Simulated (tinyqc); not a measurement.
Defect, radiative and Auger recombination at equal electron and hole densities (ABC model), step by step. Values are carried at full precision from step to step, so a last printed digit may differ when a step is redone from the rounded ones.

J/(e d) = Ae n + B n^2 + C n^3 with Ae = A + 4 S/w (four side walls, carriers spread evenly), e = 1.602176634e-19 C, lengths in cm; internal efficiency IQE = B n^2/(Ae n + B n^2 + C n^3); all injected carriers recombine in the layer.

Parameters, chosen for this exercise (orders of magnitude like those quoted for GaAs; shifted at random, so the results belong to these values and not to a real crystal):
```
symbol  value     unit        meaning
A       13000000  1/s         defect rate
B       1.7e-10   cm^3/s      radiative coefficient
C       1.1e-30   cm^6/s      Auger coefficient
S       0         cm/s        recombination velocity of the side walls
w       4.8       micrometre  side of the square mesa
d       60        nm          active thickness
J       46        A/cm^2      current density
ex      0.58                  extraction efficiency
Eph     1.38      eV          photon energy
```

## The efficiency peak

IQE peaks at n_p = sqrt(Ae/C); with Q = B/sqrt(Ae C), IQE_max = Q/(Q + 2).

Ae = 1.300e+07 1/s
n_p = 3.438e+18 1/cm^3
Q = 44.96
IQE_max = 0.957
J at the peak = 2.02e+03 A/cm^2

The side walls are taken as passivated.

## Carrier density at the given current

G = J/(e d). Newton steps from the smallest of G/Ae, sqrt(G/B) and (G/C)^(1/3); stop when the relative step is below 1e-9.

G = 4.785e+25 1/(cm^3 s)

Newton steps:
```
step  n (1/cm^3)   rate/G  relative step
1     5.3055e+17  1.14757         -0.068
2     4.9421e+17  1.00474        -0.0025
3     4.9296e+17  1.00001       -3.0e-06
4     4.9296e+17  1.00000       -4.2e-12
```

n = 4.930e+17 1/cm^3

The start is an upper bound and the function is convex, so the steps fall monotonically; 4 are needed.

## Shares, lifetimes and light

Shares of the three paths; lifetime n/G = 1/(Ae + B n + C n^2); differential lifetime 1/(Ae + 2 B n + 3 C n^2) and bandwidth 1/(2 pi tau_d); optical power density ex IQE J Eph/e.

shares: defect 0.1339, radiative 0.8633, Auger 0.0028

lifetime = 10.3 ns
differential lifetime = 5.51 ns
bandwidth = 28.9 MHz
optical power density = 31.8 W/cm^2

The radiative path is the largest; the device runs below its efficiency peak, where the defect and Auger shares are equal.

## Checks

- Density from Newton steps against bisection (1/cm^3): both 4.9296e+17.

Program tinyqc; command `OMP_NUM_THREADS=1 python tinyqc.py 1651722 1651723 out.jsonl`; about 0.01 s on one thread of a shared Intel(R) Xeon(R) Processor @ 2.30GHz.
